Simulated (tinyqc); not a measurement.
# MOS capacitor on a p-type substrate, surface potential from the exact charge relation: two studies

Uniform p-type substrate, Boltzmann statistics, full ionisation, classical densities. psi is the surface potential against the body (positive when the bands bend down) and u = psi/Vt. Traps are spread evenly over the gap and neutral at flat band, so their charge is -q Dit psi; the minority quasi-Fermi level is shifted by Vb.

Inputs (values chosen for the exercise); band and dielectric values close to those of silicon: temperature T = 400 K; band gap Eg = 1.13 eV; relative permittivity eps_r = 11.8; conduction-band density of states at T Nc = 4.28e19 cm^-3; valence-band density of states at T Nv = 4e19 cm^-3; electron affinity chi = 3.99 eV; acceptor density of the substrate N = 3.3e17 cm^-3; relative permittivity of the gate insulator (close to hafnium oxide) eox = 21.4; insulator thickness tox = 39 nm; gate work function phiM = 4.26 eV; fixed charge at the interface, in units of q Nf = -2.8e10 cm^-2; density of interface traps Dit = 0 cm^-2 eV^-1; reverse bias of the inversion layer against the body Vb = 0 V.

Constants: q = 1.602176634e-19 C, kB = 1.380649e-23 J/K, Vt = kB T/q, eps0 = 8.8541878128e-14 F/cm where lengths are in cm. Results are converted to the units shown.

Each table varies one quantity; the others keep the values above.

## Capacitance-voltage curves

ni = sqrt(Nc Nv) exp(-Eg/(2 Vt)), Eg in volts; phiF = Vt ln(N/ni); Cox = eps0 eox/tox; Vfb = phiM - chi - (Eg - Vt ln(Nv/N)) - q Nf/Cox; Q0 = sqrt(2 eps0 eps_r q N Vt); r = (ni/N)^2 exp(-Vb/Vt); VT = Vfb + [(2 phiF + Vb)(1 + q Dit/Cox) + sqrt(2 eps0 eps_r q N (2 phiF + Vb))/Cox]. u = psi/Vt; F^2 = exp(-u) + u - 1 + r (exp(u) - u - 1); Qs = -sign(u) Q0 F; Cs = -dQs/dpsi = (Q0/Vt) |1 - exp(-u) + r (exp(u) - 1)|/(2 F). psi solves Vg = Vfb + psi + (q Dit psi - Qs)/Cox. Low frequency: 1/C_LF = 1/Cox + 1/(Cs + q Dit). High frequency, in the simple estimate in which traps and minority carriers do not follow: 1/C_HF = 1/Cox + 1/Cd, Cd being Cs with r = 0 at the same psi. Deep depletion: r = 0 and Dit = 0 both in the equation for psi and in Cs. Minority sheet density N_inv = (Q0/(2 q)) int_0^u r (exp(t) - 1)/F(t) dt for u > 0. N_inv under 1 cm^-2 is printed as 0. Regimes: accumulation when majority carriers gather, then depletion up to |psi| = phiF + Vb, weak inversion up to 2 phiF + Vb, strong inversion beyond.

Results:
```
Vg (V)    psi (V)  C_LF/Cox  C_HF/Cox  C_deep/Cox  N_inv (cm^-2)            regime
-1.53    -0.12425   0.92076   0.92076     0.92076              0      accumulation
-1.23   -0.096116   0.88840   0.88840     0.88840              0      accumulation
-0.93   -0.054209   0.82440   0.82440     0.82440              0      accumulation
-0.63    0.016215   0.69148   0.69148     0.69148         13.727         depletion
-0.33     0.13634   0.51168   0.51168     0.51168         610.76         depletion
-0.03     0.30172   0.39816   0.39816     0.39816          43147         depletion
0.26      0.48579   0.33741   0.33739     0.33739       6.6752e6    weak inversion
0.56      0.69058   0.30608   0.29692     0.29684       2.0742e9    weak inversion
1.16      0.91239   0.88090   0.26744     0.24636      9.0219e11  strong inversion
1.46      0.94016   0.92634   0.26440     0.22917      1.7090e12  strong inversion
```

Estimate the missing row, Vg = 0.86 V.

Computed row:
```
Vg (V)  psi (V)  C_LF/Cox  C_HF/Cox  C_deep/Cox  N_inv (cm^-2)            regime
0.86    0.85628   0.69128   0.27396     0.26810      2.1358e11  strong inversion
```

With this row back in the table: C_LF/Cox is lowest, 0.306, at Vg = 0.56 V (weak inversion) among the rows listed and is 0.926 in the last row, where C_HF/Cox is 0.264 and the deep-depletion value 0.229. Vfb = -0.685 V, where C_HF/Cox = 0.723 (Cox in series with eps0 eps_r/LD), and VT = 0.722 V. Over the last two rows psi moves by only 0.093 V a volt of gate bias, since the inversion charge screens the body. In strong accumulation and inversion degeneracy and confinement, left out here, lower the capacitance.

## Effect of the gate work function on threshold and swing

ni = sqrt(Nc Nv) exp(-Eg/(2 Vt)), Eg in volts; phiF = Vt ln(N/ni); Cox = eps0 eox/tox; Vfb = phiM - chi - (Eg - Vt ln(Nv/N)) - q Nf/Cox; VT = Vfb + [(2 phiF + Vb)(1 + q Dit/Cox) + sqrt(2 eps0 eps_r q N (2 phiF + Vb))/Cox]. gamma = sqrt(2 eps0 eps_r q N)/Cox; Wm = sqrt(2 eps0 eps_r (2 phiF + Vb)/(q N)); m = 1 + (eps0 eps_r/Wm + q Dit)/Cox; swing m Vt ln 10; Cmin/Cox = 1/(1 + Cox Wm/(eps0 eps_r)).

The same in every row: 2 phiF (V) = 0.79693; gamma (V^0.5) = 0.68414; Wm (nm) = 56.121; m = 1.3832; swing (mV/decade) = 109.78; Cmin/Cox = 0.27703.

Effect of the gate work function on threshold and swing:
```
phiM (eV)   Vfb (V)   VT (V)
3.99       -0.95540  0.45227
4.19       -0.75540  0.65227
4.39       -0.55540  0.85227
4.59       -0.35540   1.0523
4.79       -0.15540   1.2523
4.99       0.044602   1.4523
5.19        0.24460   1.6523
```

What does the comparison show?

As phiM goes from 3.99 to 5.19, VT rises from 0.452 to 1.65 V, the swing stays at 110 mV/decade and Cmin/Cox stays at 0.277. The whole change of VT is that of Vfb: the curve shifts rigidly.

Computed by the program tinyqc: `OMP_NUM_THREADS=1 python tinyqc.py 2060108 2060109 out.jsonl`, one thread of a shared Intel Xeon 2.30GHz, about 0.01 s for the whole run.
